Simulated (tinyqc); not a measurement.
Single-electron transistor, orthodox theory and master equation: two steps of the calculation.

A metal island with n extra electrons joins the left lead (voltage V) and the right lead (0 V) by tunnel junctions and couples to a gate. Cs = CL + CR + Cg. Adding electron n + 1 costs mu(n) = [q (n + 1/2) - CL V - Cg Vg]/Cs (in volts); the Fermi levels are -V (left) and 0 (right). A jump that gains the energy W has the rate G(W) = (W/q)/(R [1 - exp(-W/Vt)]), W in volts, Vt = kB T/q. Sequential tunnelling only; I > 0 flows from left to right.

Inputs (values chosen for the exercise):

| symbol | value | unit | meaning |
|---|---|---|---|
| RL | 85 | kohm | resistance of the left junction |
| RR | 85 | kohm | resistance of the right junction |
| T | 26 | K | temperature |
| V | 62 | mV | bias of the left lead |
| n0 | -2 |  | lowest charge state kept |
| n1 | 2 |  | highest charge state kept |

Constants: q = 1.602176634e-19 C, kB = 1.380649e-23 J/K, Vt = kB T/q. Results are converted to the units shown.

Problem 1. Tunnelling rates. Onto the island: from the left W = -V - mu(n), from the right W = -mu(n); off the island (n + 1 to n): to the left W = mu(n) + V, to the right W = mu(n).

mu(n), n to n + 1, n -2 to 1 (mV): [-89.172975, -51.025912, -12.878850, 25.268213]

Wanted: on from left; on from right; off to left; off to right.

Solution 1.

```
n to n + 1, n  on from left (1/ns)  on from right (1/ns)  off to left (1/ns)  off to right (1/ns)
-2                          1995.3                6547.9            0.010786           3.3965e-14
-1                          6.0576                3746.8              811.88            4.8186e-7
0                        1.0855e-6                948.71              3606.9               3.0250
1                       7.7779e-14              0.023470              6408.1               1855.5
```

Problem 2. Probabilities and current. Steady state: p(n + 1)/p(n) = (sum of on rates)/(sum of off rates), normalised. I = q sum_n [p(n + 1) (off to left) - p(n) (on from left)].

```
n to n + 1, n  on from left (1/ns)  on from right (1/ns)  off to left (1/ns)  off to right (1/ns)
-2                       1995.3093             6547.9286         0.010786122        3.3964597e-14
-1                       6.0575994             3746.8082           811.87957         4.8185895e-7
0                     1.0854559e-6             948.71275           3606.9424            3.0250263
1                    7.7779261e-14           0.023470392           6408.0629            1855.4562
```

Give: p(n); I; mean n.

Solution 2.

p(n), n -2 to 2: [1.847e-7, 0.1463, 0.6761, 0.1777, 5.046e-7]
I = 190.5 nA
mean n = 0.03142

Two plain resistors in series would pass 365 nA; this is 52.2 % of that. 3 charge states hold more than 1 % each.

Range of the model: Cotunnelling, which dominates deep in the blockade, is left out. A junction resistance within a factor of four of h/q^2 = 25.8 kohm strains the orthodox theory.

Program tinyqc, `OMP_NUM_THREADS=1 python tinyqc.py 2780017 2780018 out.jsonl`; Intel Xeon 2.30GHz, shared host, one thread, about 0.01 s.
